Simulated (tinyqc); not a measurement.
What moves the results: heterojunction of two tight-binding chains. A value that a table varies takes the place of the one given here.

Left chain: hopping -t1, sites at 2 t1 (band bottom 0). Right chain: hopping -t2, sites at dE + 2 t2 (bottom dE). t = c/(m a^2), c = hbar^2/2m0. The bond across the interface is -tc with tc = f sqrt(t1 t2), and the last left site has the extra energy U. In a chain E = bottom + 2t (1 - cos(ka)); the surface Green function of a half chain is g = -exp(ika)/t, with Im k > 0 where cos(ka) > 1.

Constants: hbar^2/2m0 = 3.80998211 eV angstrom^2.

Parameters, chosen for this exercise (masses and offset of the size met at InAs / GaSb; shifted at random, so the results belong to these values and not to a real crystal): a = 4 angstrom (site spacing); m1 = 0.024 m0 (mass on the left); m2 = 0.044 m0 (mass on the right); dE = 1.06 eV (band offset); f = 1.2 (factor on the interface hopping); U = 0 eV (extra energy on the last left site); E = 1.19 eV (electron energy).

## Transmission against energy, and which matching rule a chain obeys

Chain A is the junction as given; chain B has tc = sqrt(t1 t2) and U = 0; chain C has tc = t2 and U = t2 - t1, the finite-difference form of -d/dx (c/m) d/dx. Continuum formulas T = 4 x y/(x + y)^2 with parabolic k: x, y = k/m on each side (BenDaniel-Duke) or x, y = k (slope continuous).

T:
```
E - dE (eV)  E (eV)  chain A  chain B  chain C  k/m matched  k matched
0.002         1.062   0.0976   0.2072   0.1188       0.1204     0.2097
0.005         1.065   0.1498   0.3073   0.1812       0.1834     0.3108
0.010         1.070   0.2048   0.4052   0.2459       0.2488     0.4094
0.020         1.080   0.2762   0.5207   0.3283       0.3319     0.5255
0.050         1.110   0.3978   0.6886   0.4640       0.4686     0.6936
0.100         1.160   0.5075   0.8098   0.5807       0.5858     0.8142
0.200         1.260   0.6238   0.9073   0.6974       0.7026     0.9105
0.400         1.460   0.7336   0.9694   0.7993       0.8043     0.9709
```

Chain C follows the k/m rule within 0.0052 and chain B the plain k rule within 0.0050, while the two rules differ by up to 0.2284: in B the self-energy of the right side is -t1 exp(i k2 a), so only k2 enters, and in C it is -t2 exp(i k2 a), which carries 1/m2. Chain A, with f = 1.2 and U = 0 eV, has an interface term of its own and lies up to 0.3023 from B and 0.0736 from C.

## When the interface binds a state

A state below both bands solves E - 2 t1 - U - S1(E) - S2(E) = 0 for E < 0, with S1 = -t1 z1, S2 = -(tc^2/t2) z2 and |z| < 1 the decaying root of z + 1/z = 2 - (E - bottom)/t. Decay lengths -a/ln|z|. The threshold is the U that solves the equation at E = 0. A dash: no bound state.

Interface state:
```
U (eV)   E (eV)  decay left (angstrom)  decay right (angstrom)
-0.21         -                      -                       -
-0.43         -                      -                       -
-0.64         -                      -                       -
-0.78   -0.0005                  586.9                     9.1
-0.92   -0.0040                  199.2                     9.1
-1.14   -0.0155                  101.3                     9.0
-1.42   -0.0385                   64.2                     9.0
-2.13   -0.1274                   35.3                     8.6
```

threshold U = -0.7113 eV

The step pushes the state out, the strengthened bond draws it in less strongly, so an attraction must exceed 0.7113 eV to bind; 5 of the 8 rows are bound. At U = -2.13 eV the state decays over 35.3 angstrom to the left and 8.6 to the right, where the band lies higher.

## What each parameter does

T = 4 Im(S1) Im(S2) |G|^2 with G = 1/(E - 2 t1 - U - S1 - S2), S1 = -t1 exp(i k1 a), S2 = -(tc^2/t2) exp(i k2 a). Each row changes one parameter from the base and keeps the others.

Results:
```
case                   T    k1 a    k2 a
base              0.5514  0.3481  0.1551
m1 = 0.0288 m0    0.5537  0.3817  0.1551
m2 = 0.0528 m0    0.5815  0.3481  0.1700
dE = 1.01 eV      0.6050  0.3481  0.1826
f = 1.08          0.7760  0.3481  0.1551
U = 0.2 eV        0.5711  0.3481  0.1551
a = 3.2 angstrom  0.4621  0.2779  0.1241
```

The largest shifts from the base row, up to three for each result and ties (the steps differ in size, so this ranks the rows, not the parameters). T: f +0.2247, a -0.0892, dE +0.0537. k1 a: a -0.0701, m1 +0.0336; unchanged at the printed digits by m2, dE, f and U. k2 a: a -0.0311, dE +0.0275, m2 +0.0148; unchanged at the printed digits by m1, f and U.

Computed by tinyqc, a small Python program: `OMP_NUM_THREADS=1 python tinyqc.py 1452247 1452248 out.jsonl` (the numbers bound the seed that draws the inputs); one thread of a shared host (Intel(R) Xeon(R) Processor @ 2.30GHz), about 0.01 s for the whole set of steps.
